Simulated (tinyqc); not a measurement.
Worked calculation: model-solid line-up of a strained alloy layer on a substrate. Values are carried at full precision from step to step, so a last printed digit may differ when a step is redone from the rounded ones.

All values of the alloy are linear in x but the gap, Eg(x) = (1 - x) Eg_A + x Eg_B - C x (1 - x), and the valence edge, Ev(x) = (1 - x) Ev_A + x Ev_B + fv C x (1 - x); Ec = Ev + Eg. Ev is the top of the unstrained valence band on a scale common to all materials. In the layer only the Gamma valley of the conduction band is followed, also where an X or L valley would lie lower.

Values chosen for the exercise (A near GaAs, B near GaP, substrate near GaAs; shifted at random, so the results belong to these values and not to a real crystal): a = (5.661, 5.451) angstrom (lattice constant of A, B); Eg = (1.497, 2.914) eV (gap at Gamma to the s-like level of A, B); Dso = (0.342, 0.079) eV (spin-orbit splitting of A, B); Ev = (-0.8, -1.28) eV (top of the unstrained valence band of A, B); ac = (-7.1, -8.18) eV (conduction deformation potential of A, B); av = (1.17, 1.68) eV (valence hydrostatic potential of A, B); b = (-1.98, -1.61) eV (tetragonal shear potential of A, B); d = (-4.85, -4.6) eV (trigonal shear potential of A, B); C11 = (121.4, 139.1) GPa (of A, B); C12 = (56.3, 62.2) GPa (of A, B); C44 = (60, 70.1) GPa (of A, B); C = 0.206 eV (bowing of the gap); fv = 0 (share of the bowing taken by the valence edge); x = 0.4 (fraction of B); a_s = 5.661 angstrom (substrate); face = 111 (growth face); Eg_s = 1.497 eV (lowest gap of the substrate); Ev_s = -0.8 eV (substrate valence edge); e14 = -0.135 C/m^2 (piezoelectric constant of the layer); eps = 14.1 (dielectric constant); Lw = 7 nm (thickness of the layer).

## Values of the alloy

Interpolate.

Alloy at x (a in angstrom, C11, C12, C44 in GPa, all else in eV):
```
symbol     value
a         5.5770
Eg        2.0144
Dso       0.2368
Ev       -0.9920
ac       -7.5320
av        1.3740
b        -1.8320
d        -4.7500
C11     128.4800
C12      58.6600
C44      64.0400
```

## Strain on the (111) substrate

Coherent growth on a (111) face: e_par = (a_s - a)/a, e_perp = -(2 C11 + 4 C12 - 4 C44)/(C11 + 2 C12 + 4 C44) e_par; exx = eyy = ezz = (2 e_par + e_perp)/3 and exy = eyz = ezx = (e_perp - e_par)/3.

Use the values of the alloy.

e_par = 0.015062
e_perp = -0.007065

strain tensor in the cubic axes:
```
           x          y          z
x   0.007686  -0.007375  -0.007375
y  -0.007375   0.007686  -0.007375
z  -0.007375  -0.007375   0.007686
```

The layer is under tension in the plane; its volume changes by +2.306 %.

## Strained band edges

Strained edges: Ec + ac tr(e); the valence edges are Ev plus the levels of the 6 x 6 matrix of X, Y, Z times spin with -Dso/3 + l exx + m (eyy + ezz) on the diagonal (cyclic), n exy off it, l = av + 2 b, m = av - b, n = sqrt(3) d. Spin-orbit term (Dso/3) L.sigma on X, Y, Z with (L_k)_ij = -i epsilon_kij: <X+|H|Y+> = -i Dso/3, <X+|H|Z-> = Dso/3, <Y+|H|Z-> = -i Dso/3, <Z+|H|X-> = -Dso/3, <Z+|H|Y-> = i Dso/3, <X-|H|Y-> = i Dso/3, and their conjugates; + and - are the spin along z.

Give the hydrostatic shifts, the strain block and the edges.

ac tr(e), av tr(e) (eV): -0.1737  0.0317

strain block (eV):
```
        X       Y       Z
X  0.0317  0.0607  0.0607
Y  0.0607  0.0317  0.0607
Z  0.0607  0.0607  0.0317
```

Ec and the three valence edges from the top (eV): 0.8487  -0.8767  -1.0210  -1.2201

strained gap = 1.7253 eV

Strain moves the gap by -289 meV: -205 meV from the volume and -84 meV from the splitting of the valence edge, which always raises the top.

## Offsets against the substrate material

dEc = Ec(substrate) - Ec(layer), dEv = Ev(layer) - Ev(substrate); positive values confine the carrier in the layer. Type I: both of one sign; type II: opposite signs; type III: the gaps do not overlap.

Give also the smallest gap across the interface, min Ec - max Ev.

dEc = -0.1517 eV
dEv = -0.0767 eV

type: I

smallest gap = 1.4970 eV

Both carriers collect in the substrate material; the conduction band takes 66 % of the gap difference. Where the alloy is indirect its X or L edge, left out, lies lower and changes dEc.

## Piezoelectric polarisation

P_x = 2 e14 eyz and cyclic. The field along the normal n of the (111) face is -P.n/(eps eps0) in a layer between thick unstrained barriers, eps0 = 8.8541878e-12 F/m; 1 kV/cm = 1e5 V/m.

P (C/m^2): 0.001991  0.001991  0.001991

P.n = 0.003449 C/m^2
field along n = -276.3 kV/cm
potential drop across the layer = 193.4 mV

The drop of 193 meV tilts both band edges, pulls electrons and holes to opposite faces and lowers the transition; a (001) layer has no shear and no such field.

Run: tinyqc, `OMP_NUM_THREADS=1 python tinyqc.py 1050636 1050637 out.jsonl`; Intel(R) Xeon(R) Processor @ 2.30GHz, one thread, shared host; about 0.02 s of CPU time with all checks.
